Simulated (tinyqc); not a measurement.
Traps spread exponentially in energy.

For traps of total density Nt spread as exp(-E/kB Tc) below the band edge, with l = Tc/T: J = q mu Nc [eps0 eps_r l/(q Nt (l + 1))]^l [(2 l + 1)/(l + 1)]^(l + 1) V^(l + 1)/L^(2 l + 1). It needs trapped charge far above free charge, so only rows below a fifth of the trap-free current (9/8) eps0 eps_r mu V^2/L^3 are listed.

Parameters, values chosen for the exercise: relative permittivity eps_r = 4.6; mobility mu = 0.0018 cm^2/(V s); thickness L = 160 nm; band density of states Nc = 5.5e19 cm^-3; trap density Nt = 6.5e17 cm^-3; voltage V = 7.6 V.

Constants: q = 1.602176634e-19 C, eps0 = 8.8541878128e-14 F/cm where lengths are in cm. Results are converted to the units shown.

Traps spread exponentially in energy:
```
l    exponent of V  exponent of 1/L  J (A/cm^2)
5.7          6.700            12.40      0.8666
6.5          7.500            14.00      0.2677
7.3          8.300            15.60     0.08281
8.2          9.200            17.40     0.02215
9            10.00            19.00    0.006862
```

J falls from 0.867 to 0.00686 A/cm^2 at V = 7.6 V, well below q Nt L^2/(2 eps0 eps_r) = 32.7 V, near which the curves for different l come together. A slope above 2 on a log-log plot gives l, and its change with temperature tests the model.

Computed by the program tinyqc: `OMP_NUM_THREADS=1 python tinyqc.py 2370066 2370067 out.jsonl`, one thread of a shared Intel Xeon 2.30GHz, about 0.01 s for the whole run.
